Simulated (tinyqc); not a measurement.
Chemically amplified photoresist: aerial image, acid generation, bake, development and line width: one step, computed by the program tinyqc.

Lines and spaces of pitch p with a two-beam-like image; x = 0 is the middle of the bright space. The resist is positive and treated as uniform in depth.

Task: Photon statistics at the edge. Dose E(x) = E [1 + c cos(2 pi x/p)]; acid h = 1 - exp(-C E(x)). Bake: the acid image is blurred by a Gaussian of variance sigma^2 = 2 D t (each Fourier term k of h, taken on 64 points, is multiplied by exp(-4 pi^2 k^2 D t/p^2)). The edge lies at x = width/2. Absorbed photons per volume N = E(edge) alpha/(photon energy), 1 mJ/cm^2 = 62.41509 eV/nm^2, alpha in 1/nm; a Gaussian blur averages over a volume V = (2 sqrt(pi) sigma)^3; relative noise 1/sqrt(N V); edge noise sigma_x = (dh/d ln E) noise/|dh/dx|, with both derivatives of the blurred acid at the edge.

Inputs (values chosen for the exercise, for a model resist at 248 nm):
```
quantity                      value     unit
pitch p                         270       nm
image contrast c               0.57        -
mean dose E                    28.4  mJ/cm^2
Dill parameter C              0.019  cm^2/mJ
acid diffusivity D              5.3   nm^2/s
bake time t                      60        s
photon energy                     5       eV
absorption coefficient alpha    0.5     1/um
```

space width = 145.4916 nm

diffusion length sigma = sqrt(2 D t) = 25.21904 nm

Give: absorbed photons N; photons in the blur volume; edge noise from photons.

Result:

absorbed photons N = 0.16496 1/nm^3

photons in the blur volume = 1.1786e+05

edge noise from photons = 0.23915 nm

Caution: lateral development, standing waves and the joint diffusion of acid and quencher are left out, so widths are indicative. Caution: the noise counts photons alone (acid and quencher statistics add to it) and takes the film as thicker than the blur; a thinner film averages in two dimensions only.
